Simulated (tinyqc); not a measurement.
Drifting, spreading and decaying minority pulse (Haynes-Shockley), Crank-Nicolson time steps: one step of the calculation.

Low injection in a uniform field: dn/dt = D d2n/dx2 - v dn/dx - n/tau with D = mu Vt and v = mu F towards +x. Exact solution on an infinite bar for a Gaussian start at x0: n = N0 exp(-t/tau) exp(-(x - x0 - v t)^2/(2 s^2))/sqrt(2 pi s^2), s^2 = s0^2 + 2 D t.

Problem. Densities after a time step. (L n)_i = a n_(i-1) + b n_i + c n_(i+1), n = 0 beyond the ends. Crank-Nicolson step: solve n(new) - L n(new)/2 = n + L n/2.

a = 0.87174371
b = -1.1196074
c = 0.067863714

```
node,n at t = 0 (1e12 cm^-3)
1,0.4826400
2,2.4532807
3,6.5076115
4,9.0083741
5,6.5076115
6,2.4532807
7,0.4826400
8,0.0495507
9,0.0026548
10,0.0000742
11,0.0000011
```

Find: n at t = 1 dt.

Solution.

```
node,n at t = 1 dt (1e12 cm^-3)
1,0.213
2,1.097
3,3.144
4,5.512
5,6.040
6,4.253
7,2.027
8,0.720
9,0.217
10,0.062
11,0.017
```

Program tinyqc, `OMP_NUM_THREADS=1 python tinyqc.py 2310019 2310020 out.jsonl`; Intel Xeon 2.30GHz, shared host, one thread, about 0.01 s.
